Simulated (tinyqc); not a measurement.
Voltage drop against the resistance of a horizontal segment.

A grid of 25 by 25 nodes with segments Rx (rows) and Ry (columns); every node draws I1 and the central node kh I1; pads with resistance Rp sit at the nodes whose row and column are multiples of the pitch, counting from 0. The drops u = Vdd - V follow from G u = i, with G the conductance matrix and i the load currents, solved directly. Here the pitch is 12.

Values chosen for this exercise:

| symbol | value | unit | meaning |
|---|---|---|---|
| Vdd | 0.65 | V | supply voltage |
| Ry | 1.1 | ohm | resistance of a vertical segment |
| Rp | 0.1 | ohm | resistance from a pad node to the supply |
| kh | 1 |  | factor on the load at the hot node |
| I1 | 1.6 | mA | load current of a node in the large grid |

Voltage drop against the resistance of a horizontal segment:
```
Rx (ohm)	pads	worst drop (mV)	mean drop (mV)	largest drop at a pad (mV)	largest pad current (mA)	worst drop over Vdd (%)
0.015	9	46.49	34.80	17.12	171.2	7.153
0.03	9	48.70	37.00	17.75	177.5	7.493
0.06	9	52.51	40.78	18.25	182.5	8.079
0.12	9	58.88	47.07	18.56	185.6	9.059
0.24	9	69.28	57.16	18.69	186.9	10.66
0.48	9	85.73	72.83	18.77	187.7	13.19
0.96	9	112.2	96.55	18.94	189.4	17.26
```

What does the comparison show?

The worst drop rises from 46.5 to 112 mV and the mean drop rises from 34.8 to 96.6 mV. The worst drop goes as Rx^(0.07) between the first two rows and Rx^(0.39) between the last two. The central node is itself a pad. For Rx = 0.96 the drop exceeds 15 % of the supply, where loads no longer draw a fixed current.

Program tinyqc, `OMP_NUM_THREADS=1 python tinyqc.py 2770189 2770190 out.jsonl`; Intel Xeon 2.30GHz, shared host, one thread, about 0.3 s.
